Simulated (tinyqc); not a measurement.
Effective-mass impurity with a central-cell term, in a basis of Slater functions: one step, computed by the program tinyqc.

The envelope obeys H = -nabla^2 - (2/r) [Z + A exp(-kappa r)] in effective units, with kappa = a*/lambda; positive A deepens the well near the core.

Task: Generalised eigenproblem. (T + V + W) c = E S c with c^T S c = 1 and the largest component positive.

Impurity: donor, one isotropic band.

kinetic T (Ry*):
```
,1,2,3,4
1,0.1936,0.3772407,0.3763584,0.2672580
2,0.3772407,1.7424,3.395166,3.387226
3,0.3763584,3.395166,15.6816,30.55649
4,0.2672580,3.387226,30.55649,141.1344
```

Coulomb V (Ry*):
```
,1,2,3,4
1,-0.88,-1.143154,-0.9504,-0.6299009
2,-1.143154,-2.64,-3.429461,-2.8512
3,-0.9504,-3.429461,-7.92,-10.28838
4,-0.6299009,-2.8512,-10.28838,-23.76
```

central cell W (Ry*):
```
,1,2,3,4
1,-0.002383881,-0.01222614,-0.06111662,-0.2839709
2,-0.01222614,-0.06270917,-0.3135514,-1.457885
3,-0.06111662,-0.3135514,-1.568923,-7.309609
4,-0.2839709,-1.457885,-7.309609,-34.24830
```

overlap S:
```
,1,2,3,4
1,1.000000,0.649519,0.216000,0.051128
2,0.649519,1.000000,0.649519,0.216000
3,0.216000,0.649519,1.000000,0.649519
4,0.051128,0.216000,0.649519,1.000000
```

Give: two lowest levels; coefficients of the lowest state; <T>; <W>.

Result:

two lowest levels (Ry*): [-1.0281, -0.1606]

coefficients of the lowest state: [0.23966, 0.85878, -0.05905, 0.01839]

<T> = 1.2419 Ry*

<W> = -0.067630 Ry*
